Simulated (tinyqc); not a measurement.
# Worked calculation: threshold of a short bulk MOSFET: charge sharing, barrier lowering, narrow width

tinyqc, about 0.01 s, one thread, Intel Xeon 2.30GHz (shared host): `OMP_NUM_THREADS=1 python tinyqc.py 2002128 2002129 out.jsonl` Printed values are rounded.

n-channel device on a p-type body, depletion approximation, full ionisation. Uniform doping N = Na. Vbi from Boltzmann statistics is rough for the degenerate source. Cox = eps0 eox/tox.

Inputs (values chosen for the exercise); band and dielectric values close to those of silicon: temperature T = 300 K; band gap Eg = 1.11 eV; relative permittivity eps_r = 11.7; conduction-band density of states at T Nc = 2.84e19 cm^-3; valence-band density of states at T Nv = 2.69e19 cm^-3; relative permittivity of the gate insulator (close to aluminium oxide) eox = 8.82; insulator thickness tox = 19 nm; channel doping Na = 1.6e17 cm^-3; source and drain doping Nsd = 1e20 cm^-3; flat-band voltage for the doping Na Vfb = -0.94 V; junction depth xj = 48 nm; body-source voltage Vbs = -1 V; drain-source voltage Vds = 0.5 V; gate width W = 490 nm; shape factor of the fringing depletion at the width edges xw = 1.5708; channel length L = 270 nm.

Constants: q = 1.602176634e-19 C, kB = 1.380649e-23 J/K, Vt = kB T/q, eps0 = 8.8541878128e-14 F/cm where lengths are in cm. Results are converted to the units shown.

## Long-channel threshold and scales

ni = sqrt(Nc Nv) exp(-Eg/(2 Vt)), Eg in volts; 2 pB = 2 Vt ln(N/ni); flat band Vfb - Vt ln(N/Na); Wd = sqrt(2 eps0 eps_r (2 pB - Vbs)/(q N)); body term q N Wd/Cox; long-channel VT0 = flat band + 2 pB + body term; Vbi = Vt ln(N Nsd/ni^2); scale length l = sqrt((eps_r/eox) tox Wd).

N = 1.6e17 cm^-3
2 pB = 0.843629 V
flat band = -0.94 V
Wd = 122.069 nm
body term = 0.761326 V
VT0 = 0.664955 V
Vbi = 1.01006 V
l = 55.4673 nm

## Short-channel and narrow-width shifts

Charge sharing (trapezoid; it ignores Vds): F = (xj/L)(sqrt(1 + 2 Wd/xj) - 1), lowering = body term times F. Barrier lowering: th = exp(-L/(2 l)) + 2 exp(-L/l), lowering = th [2 (Vbi - 2 pB) + Vds], DIBL = th. Narrow width: rise = body term times xw Wd/W. VT by each model = VT0 - lowering + rise.

F = 0.260804
lowering by charge sharing = 198.557 mV
th = 0.103079
lowering of the barrier = 85.8500 mV
DIBL = 103.079 mV/V
narrow-width rise = 297.920 mV
VT, charge sharing = 0.764318 V
VT, barrier lowering = 0.877025 V

L is 4.87 scale lengths. The charge-sharing lowering is 2.31 times the barrier lowering; the first falls off as 1/L and the second exponentially. Both describe the same loss of gate control, so they are alternatives and are not added.
